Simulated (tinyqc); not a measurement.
From mixing enthalpy H_mix back to second-pair interaction V2: cluster expansion of a binary alloy: correlations, fit, cross-validation and ground states. Computed by tinyqc, a small Python program. Command: `OMP_NUM_THREADS=1 python tinyqc.py 3020098 3020099 out.jsonl clex inv`. One thread of a shared host (Intel(R) Xeon(R) Processor @ 2.30GHz), about 0.1 s of CPU time with the checks.

s = +1 for A and -1 for B. Energy per site E = J0 + J1 P(point) + sum over clusters of m V P, with P the mean product of spins; V > 0 on a pair favours unlike neighbours. Clusters per site m: pair 1 2, pair 2 2, pair 3 2, triplet 4; the triplet is two first-neighbour bonds at a right angle. Formation energies are counted from the line between pure A and pure B, which removes J0 and J1.

Inputs (values chosen for the exercise, for a model alloy): first-pair interaction V1 = 7.97 meV; third-pair interaction V3 = 0.42 meV; triplet interaction Vt = -1.4 meV; temperature T = 680 K; fraction x of B = 0.84.

Lattice: square.

Constants: k_B = 8.617333262e-05 eV/K.

Method. Random alloy: P(pair) = p^2, P(triplet) = p^3, p = 1 - 2x, so H_mix = (p^2 - 1) sum m V(pairs) + (p^3 - p) m Vt; G_mix = H_mix + k_B T [x ln x + (1 - x) ln(1 - x)]. To first order in 1/T the Warren-Cowley parameter of shell 1 is alpha_1 = -(1 - p^2) V_eff/(k_B T), V_eff = V1 + (number of triplets on a first-neighbour bond) p Vt, that number being 4.

Task: A run gave the result below. Find the second-pair interaction V2, known to lie between 3.2 and 5.7 meV.

mixing enthalpy H_mix = -15.67427 meV/site

Result:

Each step takes the trial c = (a f_b - b f_a)/(f_b - f_a), f being the result less the target and a, b, c the logarithms of the listed values; c replaces end b, the old b replaces a if the sign of f changed, and otherwise f_a is halved.

Scan of the range:
```
second-pair interaction V2 (meV)  mixing enthalpy H_mix (meV/site)
3.20                                                      -14.5087
3.52                                                      -14.8528
3.88                                                      -15.2399
4.27                                                      -15.6592
4.70                                                      -16.1215
5.18                                                      -16.6376
5.70                                                      -17.1967
```

False position (Illinois rule, in the logarithm of the input) inside the bracket:
```
step    end a    end b    trial  mixing enthalpy H_mix (meV/site)
1     4.27000  4.70000  4.28336                          -15.6736
2     4.70000  4.28336  4.28397                          -15.6742
3     4.70000  4.28397  4.28403                          -15.6743
4     4.28397  4.28403  4.28400                          -15.6743
```

Mixing enthalpy H_mix falls at every point of a 13-point scan of the range (every second point is shown), so one value fits; it is bracketed by 4.27 and 4.70. The scan shows a straight line, so linear interpolation between any two rows gives the answer at once. Answer: second-pair interaction V2 = 4.284 meV.
